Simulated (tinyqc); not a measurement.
## Stacked nanosheet transistor, parasitic resistance, capacitance and delay: effect of the sheet width

Ns sheets share one contact on top; each has perimeter p = 2 (Ws + ts) and cross-section A = Ws ts; contact width Wc = Ws + 10 nm, stack height Hs = Ns pv. Sheet 1 is the top one. Contact length Lc = CPP - Lg - 2 Lsp, shared by two neighbouring gates. Source and drain sides are equal. The formulas are first-order estimates, not field solutions.

Epitaxy sheet resistance Rsh = re/te, transfer length LT = sqrt(rc/Rsh), contact Rc = [sqrt(rc Rsh)/Wc] coth(Lc/(2 LT)); extension of one sheet Rx = rx Lsp/A. With N sheets: gate Cg = Cinv p N Lg; per side, plate Cp = ks eps0 [Wc (Hs + Hc) - N A]/Lsp, top fringe Cf = (2/pi) ks eps0 Wc ln(1 + Lg/(2 Lsp)), overlap Co = Cinv p N Lov. One sheet: I = p Q vx u/(1 + |u|^1.8)^(1/1.8), Q = Cinv n Vt ln(1 + exp((Vg' - VT + dl Vd')/(n Vt))), u = Vd' mu/(vx Lg), Vg' = Vgs - v, Vd' = Vds - 2 v, with the drop on each side v_j = Rc sum I + rv (sum over levels k = 2..j of the current of sheets k..Ns) + Rx I_j. Ieff = [I(Vgs = Vdd, Vds = Vdd/2) + I(Vdd/2, Vdd)]/2, total currents. With Cs = Cp + Cf + Co, the load of an inverter of two such devices driving an equal one is CL = 2 (Cg + 2 Cs) + 4 Cs + Cw (own drains counted twice for the Miller effect); delay CL Vdd/(2 Ieff).

Values chosen for this exercise; values close to those of silicon logic devices:
- T = 300 K (temperature)
- Ns = 3 (number of sheets)
- ts = 5 nm (sheet thickness)
- pv = 14 nm (vertical pitch of the sheets)
- rv = 213 ohm (vertical resistance between sheet levels)
- CPP = 70 nm (contacted gate pitch)
- Lg = 14 nm (gate length)
- Lsp = 4 nm (spacer length)
- ks = 3.3 (relative permittivity of the spacer)
- Hc = 15 nm (gate height above the channel stack)
- rc = 8.8e-10 ohm cm^2 (contact resistivity)
- re = 0.00079 ohm cm (resistivity of the source-drain epitaxy)
- te = 20 nm (current-carrying depth of the epitaxy)
- rx = 0.0014 ohm cm (resistivity of the extension)
- Lov = 1 nm (gate overlap)
- Cinv = 2.4 uF/cm^2 (inversion capacitance)
- vx = 1.3e7 cm/s (injection velocity)
- mu = 260 cm^2/(V s) (apparent mobility)
- VT = 0.2 V (threshold at zero drain voltage)
- dl = 0.038 V/V (barrier lowering)
- n = 1.08 (subthreshold factor)
- Cw = 0.06 fF (wire load)
- Vdd = 0.6 V (supply voltage)

Constants: q = 1.602176634e-19 C, kB = 1.380649e-23 J/K, eps0 = 8.8541878128e-12 F/m, Vt = kB T/q. Results are converted to the units shown.

Effect of the sheet width:
```
Ws (nm)	Rc (ohm)	Rx/N (ohm)	Ieff (uA)	CL (aF)	delay (ps)
8	354.9	466.7	48.67	183.0	1.128
12	290.4	311.1	63.64	214.2	1.010
18	228.2	207.4	85.24	260.9	0.9184
25	182.5	149.3	109.5	315.5	0.8643
35	142.0	106.7	142.6	393.3	0.8273
50	106.5	74.67	189.4	510.2	0.8079
70	79.86	53.33	247.1	666.0	0.8086
```

As Ws goes from 8 to 70 nm, Ieff rises from 48.7 to 247 uA, CL rises from 183 to 666 aF and the delay goes from 1.13 through a minimum of 0.808 (at Ws = 50 nm among the rows listed) to 0.809 ps. From the first row to the last Ieff grows by a factor of 5.08 and CL by 3.64; the first step changes the delay by -10 %, the last by 0.079 %.

tinyqc, about 0.1 s, one thread, Intel Xeon 2.30GHz (shared host): `OMP_NUM_THREADS=1 python tinyqc.py 2170164 2170165 out.jsonl`
